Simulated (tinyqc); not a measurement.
Resistance of a tapered via with liner, size effect and interface: two steps of the calculation.

A round via whose diameter grows from db at the bottom as D(z) = db + 2 z/tan(ang). The fill, of diameter D - 2 tl, starts above the bottom liner (thickness fb tl) and has rho = rho0 (1 + ks lam/(D - 2 tl)); the sidewall liner conducts in parallel with it. The bottom liner and the interface are crossed over the full area pi db^2/4. Spreading in the lines above and below is left out.

Values chosen for this exercise; fill metal close to tungsten:
```
symbol,value,unit,meaning
db,51,nm,diameter at the bottom
hv,78,nm,height
ang,89,degrees,sidewall angle
rho0,5.31,uohm cm,bulk resistivity of the fill
lam,15.7,nm,mean free path of the fill
ks,1.3,,size-effect factor
tl,2.3,nm,liner on the sidewall
fb,0.7,,liner at the bottom over that on the sidewall
rl,300,uohm cm,resistivity of the liner
ri,6e-13,ohm cm^2,interface resistivity at the bottom
Sb,9.1e14,S/m^2,"ballistic conductance per area, about 3/(4 rho0 lam)"
```

Question 1. Slices of the via. Slices between z0 = fb tl and hv, evaluated at their midpoints: conductance per length pi/4 [(D - 2 tl)^2/rho + (D^2 - (D - 2 tl)^2)/rl], slice resistance = slice height over that. 8 slices.

Wanted: z; D; rho; slice resistance.

Answer 1.

```
slice	z (nm)	D (nm)	rho (uohm cm)	slice resistance (ohm)
0	6.3844	51.223	7.6345	0.42478
1	15.933	51.556	7.6180	0.41788
2	25.482	51.890	7.6018	0.41115
3	35.031	52.223	7.5857	0.40458
4	44.579	52.556	7.5699	0.39816
5	54.128	52.890	7.5543	0.39189
6	63.677	53.223	7.5389	0.38577
7	73.226	53.556	7.5238	0.37978
```

Question 2. Total resistance. R_fill = sum of the slices; R_bottom = rl fb tl/(pi db^2/4); R_interface = ri/(pi db^2/4); ballistic (Sharvin) limit 1/(Sb pi (db - 2 tl)^2/4); ideal cylinder rho0 hv/(pi db^2/4).

slice resistance, slice 0 to 7 (ohm): 0.42477533  0.41788148  0.41115123  0.40457953  0.39816149  0.39189243  0.38576783  0.37978334

Find: parts; R; shares; ballistic limit; ideal cylinder.

Answer 2.

parts (ohm): fill 3.214, bottom liner 2.364, interface 0.02937
R = 5.608 ohm
shares (%): fill 57.31, bottom liner 42.16, interface 0.52
ballistic limit = 0.6499 ohm
ideal cylinder = 2.027 ohm

The fill is the largest part, and R is 2.77 times the ideal cylinder. With 2000 slices R = 5.6078 ohm.

tinyqc, about 0.01 s, one thread, Intel Xeon 2.30GHz (shared host): `OMP_NUM_THREADS=1 python tinyqc.py 2750086 2750087 out.jsonl`
